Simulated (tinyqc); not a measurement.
Two mixing rules: virtual-crystal alloy in the empirical-pseudopotential method.

Empirical pseudopotential on the fcc lattice, atoms at +/- tau, tau = a (1,1,1)/8, no spin-orbit coupling. H(G,G') = c (2 pi/a)^2 |k + G|^2 delta + VS(q) cos(q.tau) + i VA(q) sin(q.tau), q = G - G', c = hbar^2/2m0; k and G in units of 2 pi/a; VS at |q|^2 = 3, 8, 11 and VA at 3, 4, 11, in rydberg, zero elsewhere. At each k the basis holds all G with |k + G|^2 up to 16; energies are counted from the fourth level at Gamma.

Virtual crystal A(1-x)B(x): a = (1 - x) a_A + x a_B. Rule linear: V = (1 - x) V_A + x V_B. Rule volume: V = [(1 - x) a_A^3 V_A + x a_B^3 V_B]/a^3, since a form factor is an atomic potential divided by the cell volume.

Constants: hbar^2/2m0 = 3.80998211 eV angstrom^2; Ry = 13.60569312 eV.

Values chosen for the exercise (classic local form factors of the size used for GaAs (A) and InAs (B), which place X and L only to a few tenths of an eV; the results hold for these values, not for the real material):
```
symbol  value                  unit      meaning
a       (5.644, 6.05)          angstrom  lattice constants of A, B
VSA     (-0.225, 0.009, 0.06)  Ry        symmetric form factors of A
VAA     (0.07, 0.051, 0.009)   Ry        antisymmetric form factors of A
VSB     (-0.22, 0, 0.049)      Ry        symmetric form factors of B
VAB     (0.081, 0.05, 0.029)   Ry        antisymmetric form factors of B
```

Gaps from the valence top to the fifth band at Gamma, at L = (1/2,1/2,1/2) and at the lowest of k = (f,0,0), f = 0.70, 0.75, ..., 1.00. Both rules agree at the ends.

Gaps (eV):
```
x     Gamma, linear  Delta/X, linear  L, linear  Gamma, volume  Delta/X, volume  L, volume
0.25          1.151            1.741      1.581          1.107            1.747      1.569
0.50          0.905            1.863      1.560          0.849            1.871      1.545
0.75          0.667            1.975      1.535          0.628            1.981      1.525
```

At x = 0.5 the volume rule moves Gamma by -56 meV, Delta/X by +8 meV and L by -15 meV, that is the bowing by -4 times these; the lattice constants differ by 7.2 %, and the rules would coincide for equal ones.

Program tinyqc; command `OMP_NUM_THREADS=1 python tinyqc.py 1051567 1051568 out.jsonl`; about 0.3 s on one thread of a shared Intel(R) Xeon(R) Processor @ 2.30GHz.
